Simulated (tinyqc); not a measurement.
Koster-Slater impurity in a tight-binding band, by Green functions and by supercells: one step, computed by the program tinyqc.

One orbital per site, e(k) = -2 t sum cos(k_i) over 3 direction(s), band from -6 t to 6 t, lattice constant 1. One site has the extra energy U. Spin is left out.

Problem. The bound state. Outside the band G0(E) = (1/pi) int_0^pi dk (2/(pi z)) K(16 t^2/z^2), z = E + 2 t cos k, K the complete elliptic integral with parameter m; 200 Gauss-Legendre points. A bound state solves 1/U = G0(E). Bisection in ln(distance from the edge) between 1e-5 t and |U| + t. Weight on the impurity site: -1/(U^2 dG0/dE), by a central difference with step min(1e-4 t, distance/30). Decay length along an axis: 1/arccosh(1 + distance/(2 t)).

Inputs (values chosen for the exercise, for a model band): hopping t = 2 eV; impurity potential U = 11.5 eV.

Lattice: simple cubic.

Give: level E_b; distance from the band edge; weight on the impurity site; decay length.

Solution.

level E_b = 13.828 eV

distance from the band edge = 1.8283 eV

weight on the impurity site = 0.74433

decay length = 1.0834 sites

The state is compact: most of it sits on the impurity.
